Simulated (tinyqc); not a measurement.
Strain, valley repopulation and piezoresistance in a many-valley conduction band. From splitting (highest minus lowest) back to shear deformation potential Xi_u. Computed by tinyqc, a small Python program. Command: `OMP_NUM_THREADS=1 python tinyqc.py 3016955 3016956 out.jsonl valleys inv`. One thread of a shared host (Intel(R) Xeon(R) Processor @ 2.30GHz), about 0.05 s of CPU time with the checks.

Valleys are ellipsoids with mass m_l along the axis a and m_t across it, parabolic, with one constant relaxation time; strain shifts the valleys and leaves the masses alone. Currents are taken along [110], along the load, and along [001], across the load.

Inputs (values chosen for the exercise, modelled on silicon): dilation deformation potential Xi_d = 1.1 eV; C11 = 167 GPa; C12 = 64.3 GPa; C44 = 80.2 GPa; stress X (tension positive) = 1800 MPa.

Valley axes: <100> (6 valleys in 3 pairs). Load: uniaxial [110].

Method. Compliances S11 = (C11 + C12)/((C11 - C12)(C11 + 2 C12)), S12 = -C12/((C11 - C12)(C11 + 2 C12)), S44 = 1/C44; stress sigma_ij = X n_i n_j for the unit vector n of the load; e_xx = S11 sigma_xx + S12 (sigma_yy + sigma_zz), e_xy = S44 sigma_xy/2 (tensor strain). Herring-Vogt shift of a valley with unit axis a: dE = Xi_d tr(e) + Xi_u a.e.a.

Question. A run gave the result below. Find the shear deformation potential Xi_u, known to lie between 7.2 and 13 eV.

splitting (highest minus lowest) = 79.45764 meV

Answer.

Each step takes the trial c = (a f_b - b f_a)/(f_b - f_a), f being the result less the target and a, b, c the logarithms of the listed values; c replaces end b, the old b replaces a if the sign of f changed, and otherwise f_a is halved.

Scan of the range:
```
shear deformation potential Xi_u (eV)  splitting (highest minus lowest) (meV)
7.20                                                                   63.096
7.95                                                                   69.669
8.77                                                                   76.855
9.67                                                                   84.742
10.70                                                                  93.768
11.80                                                                 103.408
13.00                                                                 113.924
```

False position (Illinois rule, in the logarithm of the input) inside the bracket:
```
step    end a    end b    trial  splitting (highest minus lowest) (meV)
1     8.77000  9.67000  9.05734                                 79.3729
2     9.67000  9.05734  9.06669                                 79.4549
3     9.67000  9.06669  9.06729                                 79.4602
4     9.06669  9.06729  9.06700                                 79.4576
```

Splitting (highest minus lowest) rises at every point of a 13-point scan of the range (every second point is shown), so one value fits; it is bracketed by 8.77 and 9.67. The scan shows a pure power law with exponent 1.000, so scaling from any one row also gives the answer directly. Answer: shear deformation potential Xi_u = 9.067 eV.

Caution: shear strain also changes the transverse masses of <100> valleys, which this model leaves out.
